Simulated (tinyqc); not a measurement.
Matthiessen's rule against the full average: mobility of a non-polar semiconductor in the relaxation-time approximation. Computed by tinyqc, a small Python program. Command: `OMP_NUM_THREADS=1 python tinyqc.py 3028769 3028770 out.jsonl rta walk`. One thread of a shared host (Intel(R) Xeon(R) Processor @ 2.30GHz), about 0.01 s of CPU time with the checks.

Each valley is treated as a sphere of mass m_d for states and rates, with one isotropic relaxation time; the conductivity mass m_c sets the current.

Inputs (values chosen for the exercise, modelled on electrons in germanium):
```
quantity                                            value       unit
longitudinal mass m_l                                1.54        m_0
transverse mass m_t                                0.0811        m_0
equivalent valleys Z                                    4          -
static permittivity eps_s                              16          -
density rho                                          5323     kg/m^3
sound velocity v_l                                   5260        m/s
acoustic deformation potential D_A                     12         eV
phonon energy hbar w                                 31.6        meV
optical or intervalley deformation potential D_o      5.3  1e8 eV/cm
final valleys Z_f                                       3          -
carrier density n                                 2.8e+16     1/cm^3
compensation ratio C                                    0          -
temperature T                                          77          K
neutral impurity density N_n                      2.4e+17     1/cm^3
```

Band: parabolic. Impurity formula: Conwell-Weisskopf. Further scattering: neutral impurities.

Constants: k_B = 8.617333262e-05 eV/K; m_0 = 9.1093837015e-31 kg; e = 1.602176634e-19 C; hbar = 1.054571817e-34 J s; eps_0 = 8.8541878128e-12 F/m; k_B = 1.380649e-23 J/K; hbar = 6.582119569e-16 eV s.

Method:
- m_d = (m_l m_t^2)^(1/3); 1/m_c = (1/m_l + 2/m_t)/3; Hall mass factor A = 3 K_m (K_m + 2)/(2 K_m + 1)^2, K_m = m_l/m_t; N_I = n (1 + C)/(1 - C).
- Parabolic band: E = hbar^2 k^2/(2 m), speed v = hbar k/m, states per spin, volume and energy g(E) = m k/(2 pi^2 hbar^2). Here m = m_d. Masses are multiplied by m_0 and all formulas are in SI units.
- The reduced Fermi level eta = E_F/(k_B T) solves n = 2 Z int g f dE with f = 1/(1 + exp(x - eta)) (Z = 1 unless valleys are given); screening length L_s = sqrt(eps_s eps_0 k_B T/(e^2 dn/deta)), dn/deta = 2 Z int g f (1 - f) dE.
- Integrals over x = E/(k_B T) use 160 Gauss-Legendre points in u = sqrt(x) from 0 to sqrt(max(eta, 0) + 32).
- Phonon occupation N_q = 1/(exp(hbar w/(k_B T)) - 1).
- Acoustic deformation potential (elastic, equipartition, absorption and emission together): 1/tau = 2 pi k_B T D_A^2 g(E)/(hbar rho v_l^2).
- Optical or intervalley deformation potential: 1/tau = (pi Z_f D_o^2/(rho w)) [N_q g(E + hbar w) + (N_q + 1) g(E - hbar w)], with g = 0 below the band edge.
- Each optical term is multiplied by (1 - f(E'))/(1 - f(E)), E' the final energy, for Pauli blocking.
- Singly charged impurities, momentum relaxation: 1/tau = N_I e^4 m (1 + 2 alpha E) Phi/(8 pi (eps_s eps_0)^2 hbar^3 k^3), with alpha = 0 for a parabolic band.
- Conwell-Weisskopf: Phi = ln(1 + y^2), y = 4 pi eps_s eps_0 E N_I^(-1/3)/e^2 (largest impact parameter N_I^(-1/3)/2).
- Neutral impurities (Erginsoy): 1/tau = 20 N_n a_B hbar/m, a_B = 4 pi eps_s eps_0 hbar^2/(m e^2).
- mu = (m_d/m_c) (2 Z e/(3 n k_B T)) int g v^2 tau f (1 - f) dE.
- Averages over x are split at the emission threshold x_0 = hbar w/(k_B T): 64 Gauss-Legendre points in sqrt(x) below it and 128 in sqrt(x - x_0) above it, up to x = max(eta, 0) + 32.
- Rates are added at each energy before the average. With <y> = int g v^2 y f (1 - f) dE: Hall factor r_H = A (3 n k_B T/(2 Z m_d)) <tau^2/(1 + 2 alpha E)>/<tau>^2 (alpha = 0 for a parabolic band); Hall mobility r_H mu; |S| = (k_B/e) (<x tau>/<tau> - eta); resistivity 1/(n e mu).
- Matthiessen's rule adds 1/mu of the separate processes.

acoustic mobility = 40162.3 cm^2/(V s)

optical mobility = 1.29496e+06 cm^2/(V s)

ionised impurity mobility = 20179.9 cm^2/(V s)

neutral impurity mobility = 1476.46 cm^2/(V s)

drift mobility mu = 1290.14 cm^2/(V s)

Separate mobilities:
```
process           mu (cm^2/(V s))  share of the sum of 1/mu (%)
acoustic               4.0162e+04                    3.3087e+00
optical                1.2950e+06                    1.0262e-01
ionised impurity       2.0180e+04                    6.5851e+00
neutral impurity       1.4765e+03                    9.0004e+01
```

mobility by Matthiessen's rule = 1328.9 cm^2/(V s)

excess of Matthiessen's rule over the full mu = 3.0014 %

What follows from these numbers?

The rule gives 1329 against the full 1290, 3.0 % too high; it can only overestimate, since each separate average is carried by the energies where that process is weak. One process, neutral impurity, holds 90 % of the resistance, so the error is small. Caution: Erginsoy's formula holds for k a_B below about 0.5 and for dopants that stay neutral, which means low temperature; elsewhere it is only a rough constant rate. Caution: n is taken as given; at low temperature (in diamond even at 300 K) real dopants can freeze out, which changes n and N_I.
